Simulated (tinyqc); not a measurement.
Millisecond and nanosecond annealing: surface heating, thermal budget and solid-phase regrowth: one step, computed by the program tinyqc. Command: `OMP_NUM_THREADS=1 python tinyqc.py 3010637 3010638 out.jsonl flash walk`. One thread of a shared host (Intel(R) Xeon(R) Processor @ 2.30GHz), about 0.01 s of CPU time with the checks.

A square pulse heats the surface of a thick wafer with constant thermal properties; losses by radiation are neglected and silicon melts at 1414 C.

Question. Temperature in depth and time. Absorbed flux q = (1 - R) fluence/t_p; kappa = k/c. With f(z, t) = (2 q/k) sqrt(kappa t) ierfc(z/(2 sqrt(kappa t))), ierfc(x) = exp(-x^2)/sqrt(pi) - x erfc(x): T = T0 + f(z, t) during the pulse and T0 + f(z, t) - f(z, t - t_p) after it.

Inputs (values chosen for the exercise, modelled on hot silicon with arsenic): incident fluence = 20.6 J/cm^2; pulse length t_p = 0.0014 s; reflectance R = 0.51; thermal conductivity k = 0.27 W/(cm K); heat capacity per volume c = 2.12 J/(cm^3 K); preheat temperature T0 = 700 C; wafer thickness d = 775 um.

Source: flash lamp.

thermal length sqrt(kappa t_p) = 133.5297 um

Give: Temperature (C).

Answer.

Temperature (C):
```
t/t_p  surface  z = 0.5 thermal lengths  z = 1  z = 2
0.10       827                    721.1  701.4  700.0
0.25       901                    771.2  717.9  700.3
0.50       985                    841.1  759.4  706.1
0.75      1048                    898.8  802.0  718.8
1.00      1102                    949.0  842.4  735.8
1.10       995                    946.3  856.4  743.4
1.50       908                    893.8  856.7  769.9
2.00       867                    859.5  839.7  783.0
4.00       808                    805.9  800.3  780.8
10.00      765                    764.9  763.6  758.8
```

One tenth of a pulse length after the end the surface has lost 108 C: cooling starts as sqrt(t - t_p), much faster than heating ends. Caution: by the last row heat has reached the back of the wafer, so the surface stays hotter than listed.
